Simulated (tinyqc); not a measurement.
Deep level with several charge states, and Shockley-Read-Hall recombination, step by step. Values are carried at full precision from step to step, so a last printed digit may differ when a step is redone from the rounded ones.

Energies from Ev. The defect has charge states +1, 0, -1 with weights 1, gm exp((EF - E1)/kT), exp((2 EF - E1 - E2)/kT); the shares are the weights over their sum. Boltzmann carriers: n = Nc exp((EF - Eg)/kT), p = Nv exp(-EF/kT). Neutrality: p - n + Nd + Nt <q> = 0.

Constants: kB = 8.617333262e-05 eV/K.

Values chosen for the exercise (gap and densities of states near those of SiC at this temperature; not measured data): Eg = 3.234 eV (gap); Nc = 1.38e+19 1/cm^3 (conduction-band density of states); Nv = 2.48e+19 1/cm^3 (valence-band density of states); T = 250 K; E1 = 1.59 eV (level (+1/0) above Ev); E2 = 1.998 eV (level (0/-1) above Ev); gm = 2 (degeneracy of the middle state, the others 1); Nt = 3.6e+13 1/cm^3 (defects); Nd = -2.2e+13 1/cm^3 (ionised shallow donors minus acceptors); E_try = 1.688 eV (trial Fermi level); Et = 1.998 eV (recombination level above Ev); sn = 2.4e-14 cm^2 (electron capture cross-section); sp_ = 2e-16 cm^2 (hole capture cross-section); vth = 15000000 cm/s (thermal velocity, both carriers); Nm = 1.3e+15 1/cm^3 (equilibrium holes for the lifetime steps); dn = 4.3e+12 1/cm^3 (excess pairs).

## Charge states at a trial Fermi level

Form the exponents, the shares, the mean charge and the residual of neutrality at EF = E_try.

exponents of the second and third weights: 4.549  -9.841

shares: +1 0.0053, 0 0.9947, -1 0.0000

<q> = 0.0053

n, p (1/cm^3): 9.42e-13  2.32e-15

residual = -2.18e+13 1/cm^3

The residual is negative, so EF must fall.

## The neutral state

Solve for EF.

EF = 1.5653 eV

shares at EF: +1 0.611, 0 0.389, -1 0.000

n = 3.17e-15 1/cm^3
p = 6.90e-13 1/cm^3

Without the defects the majority density would be 2.20e+13 1/cm^3; with them the density of these carriers is 6.90e-13, so the defects have removed nearly all of those carriers. Most defects are in the state +1.

## Recombination through one level

One level at Et with degeneracy 1: tn = 1/(sn vth Nt), tp = 1/(sp_ vth Nt), n1 = Nc exp((Et - Eg)/kT), p1 = Nv exp(-Et/kT), ni^2 = n1 p1. Equilibrium p0 = Nm, n0 = ni^2/Nm; n = n0 + dn, p = p0 + dn. U = (n p - ni^2)/(tp (n + n1) + tn (p + p1)), lifetime dn/U; emission rates en = sn vth n1, ep = sp_ vth p1.

Evaluate each quantity.

tn, tp (microsecond): 0.07716  9.259

n1, p1 (1/cm^3): 1.67e-06  1.31e-21

U = 3.99e+19 1/(cm^3 s)
lifetime = 0.108 microsecond

The lifetime is 1.396 times the minority capture time tn and 0.0115 times tn + tp, the limit of high injection.

## Emission and generation in a depleted region

With n = p = 0 the level generates pairs at G = Nt en ep/(en + ep); generation lifetime tg = ni/G; current density e G W for a width W = 1 micrometre, e = 1.602176634e-19 C.

en, ep (1/s): 6.02e-13  3.92e-30

G = 1.41e-16 1/(cm^3 s)
tg = 3.31e+08 microsecond
current density = 2.26e-39 A/cm^2

The slower step, hole emission, limits the rate: en/ep = 1.53e+17.

## Checks

- U against hole capture minus emission at the steady occupation of the level (1/(cm^3 s)): both 3.993e+19.

Run: tinyqc, `OMP_NUM_THREADS=1 python tinyqc.py 1682459 1682460 out.jsonl`; Intel(R) Xeon(R) Processor @ 2.30GHz, one thread, shared host; about 0.01 s of CPU time with all checks.
